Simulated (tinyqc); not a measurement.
# Changing the temperature T

Model: Debye-Callaway model of lattice thermal conductivity. Computed by tinyqc, a small Python program. Command: `OMP_NUM_THREADS=1 python tinyqc.py 3025626 3025627 out.jsonl callaway sweep`. One thread of a shared host (Intel(R) Xeon(R) Processor @ 2.30GHz), about 0.03 s of CPU time with the checks.

Three acoustic branches with one velocity v, cut at omega_D = k_B Theta/hbar; x = hbar omega/(k_B T). v and Theta are separate inputs: Theta cuts off the heat-carrying modes, so C need not reach 3 k_B/V. gamma is an effective value that sets the umklapp rate. Heat flows along the film.

Inputs (values chosen for the exercise, for a model crystal):

| quantity | value | unit |
|---|---|---|
| sound velocity v | 7630 | m/s |
| Debye temperature Theta | 817 | K |
| volume per atom V | 20.6 | angstrom^3 |
| mean atomic mass M | 83.2 | u |
| effective Grueneisen parameter gamma | 1.37 | - |
| umklapp exponent divisor b | 2 | - |
| vacancy fraction n_v | 0.0021 | - |
| film thickness t | 0.23 | micrometre |
| specularity p | 0 | - |
| normal-process factor f_N | 1.5 | - |

Sample: film. Point defects: vacancies. Normal processes: included.

Constants: k_B = 1.380649e-23 J/K; hbar = 1.054571817e-34 J s; u = 1.6605390666e-27 kg.

Method:
- A vacancy counts as a mass defect Delta M/M = -3 (the missing mass and twice its bonds), so Gamma = 9 n_v. A = V Gamma/(4 pi v^3).
- Rates: point defects A omega^4; umklapp B omega^2 T exp(-Theta/(b T)) with B = hbar gamma^2/(M v^2 Theta); normal processes f_N B omega^2 T (T/Theta)^2. Film: the bulk time tau of each mode, from the resistive rates above, is multiplied by the Fuchs-Sondheimer factor F = (3/2) int_0^1 (1 - u^2) [1 - (1 - p) (u/d) (1 - E)/(1 - p E)] du, with E = exp(-d/u), d = t/(v tau), by 48 Gauss-Legendre points in z with u = z^4; the boundary rate is defined as 1/(F tau) - 1/tau.
- kappa_1 = c int tau_C g dx, g = x^4 e^x/(e^x - 1)^2, c = (k_B/(2 pi^2 v)) (k_B T/hbar)^3, over 0 < x < min(Theta/T, 40), by 96 Gauss-Legendre points in s with x = x_max s^2; 1/tau_C = 1/tau_R + 1/tau_N; kappa_2 = c [int (tau_C/tau_N) g dx]^2 / int (tau_C/(tau_N tau_R)) g dx; kappa = kappa_1 + kappa_2.
- Heat capacity C = 3 c int g dx / v^2; grey free path 3 kappa/(C v); the median free path v tau_C halves kappa_1 when the quadrature points are ordered by free path (each counted at half its weight, interpolated in the logarithm); likewise at 10 % and 90 %.

One run for each value:

| temperature T (K) | kappa (W/(m K)) | heat capacity C (J/(m^3 K)) | grey free path (nm) | median free path (nm) |
|---|---|---|---|---|
| 14 | 1.765 | 7.5557e+02 | 918.41 | 1012.0 |
| 21 | 4.222 | 2.5500e+03 | 651.03 | 782.1 |
| 33 | 9.725 | 9.8954e+03 | 386.41 | 562.6 |
| 82 | 29.919 | 1.4762e+05 | 79.69 | 271.8 |
| 130 | 40.802 | 4.6573e+05 | 34.45 | 191.6 |
| 200 | 48.191 | 9.4511e+05 | 20.05 | 143.8 |
| 320 | 51.463 | 1.4204e+06 | 14.25 | 109.9 |
| 500 | 49.264 | 1.6923e+06 | 11.45 | 81.4 |
| 780 | 41.239 | 1.8252e+06 | 8.88 | 48.8 |
| 1200 | 29.121 | 1.8830e+06 | 6.08 | 20.4 |

Give the missing row, temperature T (K) = 53.

Computed row:
```
temperature T (K)  kappa (W/(m K))  heat capacity C (J/(m^3 K))  grey free path (nm)  median free path (nm)
53                          19.168                   4.0970e+04               183.95                  385.9
```

Interpolating between the two neighbouring rows (the first column on a logarithmic scale, the others too where they are positive) misses most in kappa (W/(m K)), by 8.9 %. Over the rows, kappa (W/(m K)) goes from 1.76 through a maximum among these rows, 51.5 at 320, to 29.1; heat capacity C (J/(m^3 K)) rises from 756 to 1.88e6 (exponent d ln y / d ln x 3.0 between the first rows and 0.072 between the last); grey free path (nm) falls from 918 to 6.08 (exponent d ln y / d ln x between -1.9 and -0.49). At the low end the exponent of heat capacity C is 3.00, close to 3: the Debye T^3 law.

Extremes, crossings and ranges named in words are read from the listed rows.
